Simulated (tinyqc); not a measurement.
Gate voltage for a given inversion charge.

Question. p-type body, charge-sheet picture, depletion and inversion only, full ionisation (an idealisation for deep acceptors), Boltzmann statistics (rough once Na exp(x - xn) passes about Nc/7). In units of Vt: xg = (Vg - Vfb)/Vt, x = psi/Vt, G = gamma/sqrt(Vt), xn = (2 phiF + Vc)/Vt. The implicit equation is (xg - x)^2 = G^2 [x - 1 + exp(x - xn)] for x above about 3. Cox = eps0 eox/tox. ni = sqrt(Nc Nv) exp(-Eg/(2 Vt)), Eg in volts; phiF = Vt ln(Na/ni); gamma = sqrt(2 q eps0 eps_r Na)/Cox. N_inv = (Cox Vt G/q) [sqrt(x - 1 + exp(x - xn)) - sqrt(x - 1)]. Find x - xn, psi and Vg.

Values chosen for this exercise; band and dielectric values those of a made-up semiconductor: temperature T = 300 K; band gap Eg = 1.28 eV; relative permittivity eps_r = 9.3; conduction-band density of states at T Nc = 2.39e19 cm^-3; valence-band density of states at T Nv = 2.12e19 cm^-3; relative permittivity of the gate insulator (close to silicon dioxide) eox = 3.9; insulator thickness tox = 7.9 nm; acceptor density Na = 1.7e16 cm^-3; flat-band voltage Vfb = -0.94 V; channel-body voltage Vc = 1 V.

Constants: q = 1.602176634e-19 C, kB = 1.380649e-23 J/K, Vt = kB T/q, eps0 = 8.8541878128e-14 F/cm where lengths are in cm. Results are converted to the units shown.

N_inv = 1.1e11 cm^-2

Solution. N_inv rises steadily with x, so it fixes x; the implicit equation then gives xg directly.

x - xn = 3.442
psi = 1.997 V
Vg = 1.313 V

Numbers from tinyqc (`OMP_NUM_THREADS=1 python tinyqc.py 2122063 2122064 out.jsonl`; about 0.01 s on one thread of a shared Intel Xeon 2.30GHz).
